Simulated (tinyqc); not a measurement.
From results back to parameters: sp3s* tight binding. Four cases, with inputs chosen for the exercise.

Problem. For a crystal of one element and without spin-orbit coupling the levels at Gamma are Es -/+ |Vss| and Ep -/+ Vxx, and the upper valence level at X is Ep - Vxy. The levels below come from hidden parameters.

Case 1.

s levels at Gamma (eV): -12.5420  0.8560

p levels at Gamma (eV): 0.0110  3.2210

upper valence level at X = -3.3140 eV

Case 2.

s levels at Gamma (eV): -12.5030  4.1050

p levels at Gamma (eV): 0.0010  3.4270

upper valence level at X = -2.8630 eV

Case 3.

s levels at Gamma (eV): -12.6790  0.8930

p levels at Gamma (eV): -0.0040  3.2100

upper valence level at X = -3.2350 eV

Case 4.

s levels at Gamma (eV): -12.5160  4.1280

p levels at Gamma (eV): 0.0040  3.4260

upper valence level at X = -2.8510 eV

Find: Es, |Vss|, Ep, Vxx, Vxy.

Solution. Means give the levels and half the splittings give the couplings; Vxy = Ep - E(X).

Case 1.

Es, |Vss|, Ep, Vxx, Vxy (eV): -5.843  6.699  1.616  1.605  4.930

Case 2.

Es, |Vss|, Ep, Vxx, Vxy (eV): -4.199  8.304  1.714  1.713  4.577

Case 3.

Es, |Vss|, Ep, Vxx, Vxy (eV): -5.893  6.786  1.603  1.607  4.838

Case 4.

Es, |Vss|, Ep, Vxx, Vxy (eV): -4.194  8.322  1.715  1.711  4.566

Computed by tinyqc, one run a case: `OMP_NUM_THREADS=1 python tinyqc.py N N+1 out.jsonl` with N = 1481912, 1481962, 1482070, 1482108; one thread of a shared Intel(R) Xeon(R) Processor @ 2.30GHz, about 0.2 s a run at most.
